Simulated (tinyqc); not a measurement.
What each parameter does: six-band k.p model of the valence band of a wurtzite crystal.

At k = 0: E1 = D1c + D2c + Te + Le (pure HH); E2, E3 = Le + u +/- sqrt(u^2 + 2 D3c^2), u = (D1c - D2c + Te)/2, D1c = Dcr, D2c = D3c = Dso/3. The weight of LH in state 2 is fL = (E2 - Le)^2/((E2 - Le)^2 + 2 D3c^2). Relative strengths of transitions to the conduction band: for E perpendicular to c (TE) 1/2, fL/2, (1 - fL)/2; for E along c (TM) 0, 1 - fL, fL, with one momentum element for both directions.

Strain of a c-plane layer: exx = eyy = e_par, ezz = -2 (C13/C33) e_par; Le = D1 ezz + D2 (exx + eyy), Te = D3 ezz + D4 (exx + eyy).

Conduction edge: Ec = (top of the unstrained valence band) + Eg + (a1 + D1) ezz + (a2 + D2)(exx + eyy).

Values chosen for the exercise (near those of GaN; shifted at random, so the results belong to these values and not to a real crystal):

| symbol | value | unit | meaning |
|---|---|---|---|
| Dcr | 0.018 | eV | crystal-field splitting |
| Dso | 0.0165 | eV | spin-orbit splitting |
| Eg | 3.524 | eV | direct gap at Gamma from the top of the unstrained valence band |
| a1 | -4.87 | eV | gap potential along c |
| a2 | -11.6 | eV | gap potential in the plane |
| D1 | -3.74 | eV |  |
| D2 | 4.59 | eV |  |
| D3 | 8.13 | eV |  |
| D4 | -4.09 | eV |  |
| C13 | 107 | GPa |  |
| C33 | 412 | GPa |  |
| e_par | -0.0016 |  | exx = eyy of a c-plane layer |

Splittings at k = 0 under the strain, fL and the lowest transition.

One parameter was then changed.

Results before and after:

| case | E1 - E2 (meV) | E1 - E3 (meV) | fL | lowest transition (eV) |
|---|---|---|---|---|
| base | 9.23 | 45.12 | 0.9506 | 3.5372 |
| changed | 7.68 | 43.36 | 0.9686 | 3.5372 |

Which of these changes was made? (a) D1 = -4.488 eV; (b) D3 = 6.504 eV; (c) C13 = 85.6 GPa; (d) Dso = 0.0132 eV; (e) C33 = 494.4 GPa; (f) e_par = -0.00128; (g) a1 = -3.896 eV; (h) D4 = -3.272 eV.

Answer: (d) Dso = 0.0132 eV. Of the candidates, run in turn, only this one gives the changed row.

All candidates:

| case | E1 - E2 (meV) | E1 - E3 (meV) | fL | lowest transition (eV) |
|---|---|---|---|---|
| base | 9.23 | 45.12 | 0.9506 | 3.5372 |
| a1 = -3.896 eV | 9.23 | 45.12 | 0.9506 | 3.5380 |
| Dso = 0.0132 eV | 7.68 | 43.36 | 0.9686 | 3.5372 |
| D4 = -3.272 eV | 9.09 | 42.64 | 0.9430 | 3.5398 |
| C13 = 85.6 GPa | 9.16 | 43.84 | 0.9469 | 3.5394 |
| C33 = 494.4 GPa | 9.17 | 44.05 | 0.9475 | 3.5390 |
| D3 = 6.504 eV | 9.16 | 43.84 | 0.9469 | 3.5386 |
| D1 = -4.488 eV | 9.23 | 45.12 | 0.9506 | 3.5372 |
| e_par = -0.00128 | 9.01 | 41.37 | 0.9384 | 3.5346 |

D1 and D2 shift all valence edges and the conduction edge alike, so they drop out of splittings and transitions.

Program tinyqc; command `OMP_NUM_THREADS=1 python tinyqc.py 1080299 1080300 out.jsonl`; about 0.01 s on one thread of a shared Intel(R) Xeon(R) Processor @ 2.30GHz.
